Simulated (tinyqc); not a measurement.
Comparisons within one model: finite square well with mass mismatch (envelope functions). A value that a table varies takes the place of the one given here.

A square well of width L and depth V0, mass mw inside and mb outside, energies from the bottom of the well, c = hbar^2/2m0. k = sqrt(mw E/c), kappa = sqrt(mb (V0 - E)/c). psi and psi'/m are continuous at the walls (BenDaniel-Duke), so level n solves k L + 2 atan[(k/mw)/(kappa/mb)] = n pi.

Non-parabolic bands: mw is replaced by mw (1 + alpha_w E) and mb by mb (1 - alpha_b (V0 - E)), in k, kappa and the matching condition alike.

Constants: hbar^2/2m0 = 3.80998211 eV angstrom^2.

Inputs chosen for the exercise (near those of the light valleys of a Si film in HfO2; shifted at random, so the results belong to these values and not to a real crystal):
- V0 = 1.456 eV (barrier height)
- mw = 0.194 m0 (mass in the well)
- mb = 0.172 m0 (mass in the barrier)
- Ls = (8, 11, 16, 22, 31, 43, 60) angstrom (widths)
- L = 64 angstrom (well width)
- alpha_w = 0.54 1/eV (non-parabolicity in the well)
- alpha_b = 0.28 1/eV (non-parabolicity in the barrier)

## Width of the well

Levels against L, beside the infinite well E1(hard) = c (pi/L)^2/mw; Pb is the probability of level 1 in the barriers; a dash marks an unbound level.

Levels:

| L (angstrom) | bound levels | E1 (eV) | E2 (eV) | E1(hard) (eV) | Pb |
|---|---|---|---|---|---|
| 8 | 1 | 0.7655 | - | 3.0286 | 0.301 |
| 11 | 1 | 0.5614 | - | 1.6019 | 0.176 |
| 16 | 2 | 0.3568 | 1.2277 | 0.7571 | 0.083 |
| 22 | 2 | 0.2280 | 0.8565 | 0.4005 | 0.040 |
| 31 | 3 | 0.1339 | 0.5224 | 0.2017 | 0.018 |
| 43 | 4 | 0.0776 | 0.3071 | 0.1048 | 0.008 |
| 60 | 6 | 0.0432 | 0.1722 | 0.0538 | 0.003 |

The infinite well overestimates E1 by a factor 3.96 at 8 angstrom and 1.25 at 60 angstrom. The local exponent d ln E1/d ln L goes from -0.97 (first two rows) to -1.75 (last two), towards the -2 of hard walls, as Pb falls from 0.301 to 0.003. E2 - E1 is largest at 16 angstrom of the widths listed. Non-parabolicity, which grows with the level, already counts at a few tenths of an eV, and levels above about 0.5 eV lie beyond a parabolic band.

## Levels of description

The same well five ways. mb = mw: the barrier takes the mass of the well. psi' continuous: kappa holds mb but the condition drops the masses, k L + 2 atan(k/kappa) = n pi. The last column is measured against BenDaniel-Duke.

Levels (eV):

| model | E1 | E2 | E3 | E1 - E1(BDD) (meV) |
|---|---|---|---|---|
| infinite walls | 0.0473 | 0.1893 | 0.4259 | 8.8 |
| mb = mw | 0.0380 | 0.1517 | 0.3397 | -0.5 |
| BenDaniel-Duke | 0.0385 | 0.1535 | 0.3433 | 0.0 |
| psi' continuous | 0.0376 | 0.1499 | 0.3360 | -0.9 |
| non-parabolic | 0.0395 | 0.1495 | 0.3113 | 1.0 |

Hard walls put E1 8.8 meV too high. Ignoring the mass step moves it by -0.5 meV and the wrong matching by -0.9 meV: with mb/mw = 0.89, continuity of psi'/m lets the slope outside be 0.89 times the slope inside, which acts like a harder wall. Non-parabolicity shifts E1 by +1.0 meV, the balance of a heavier mass in the well, which lowers it, and a lighter mass deep in the barrier, which hardens the wall. Among the finite wells the largest departure in E1 is that of the model 'non-parabolic'.

## What each parameter does

Parabolic bands. Pb is the probability of level 1 in the barriers, (A^2/kappa)/(A^2/kappa + L/2 + sin(kL)/(2k)) with A = cos(kL/2). Each row changes one parameter from the base and keeps the others.

Results:

| case | E1 (eV) | bound levels | Pb | V0 - E1 (eV) |
|---|---|---|---|---|
| base | 0.0385 | 6 | 0.0026 | 1.4175 |
| L = 70 angstrom | 0.0327 | 7 | 0.0020 | 1.4233 |
| V0 = 1.674 eV | 0.0390 | 6 | 0.0022 | 1.6350 |
| mw = 0.2134 m0 | 0.0356 | 6 | 0.0022 | 1.4204 |
| mb = 0.1376 m0 | 0.0393 | 6 | 0.0024 | 1.4167 |

The largest shifts from the base row, up to three for each result and ties (the steps differ in size, so this ranks the rows, not the parameters). E1 (eV): L -0.0058, mw -0.0029, mb +0.0008. bound levels: L +1; unchanged at the printed digits by V0, mw and mb. Pb: L -0.0006, V0 -0.0005, mw -0.0004. V0 - E1 (eV): V0 +0.2175, L +0.0058, mw +0.0029.

Computed by tinyqc, a small Python program: `OMP_NUM_THREADS=1 python tinyqc.py 1281380 1281381 out.jsonl` (the numbers bound the seed that draws the inputs); one thread of a shared host (Intel(R) Xeon(R) Processor @ 2.30GHz), about 0.01 s for the whole set of steps.
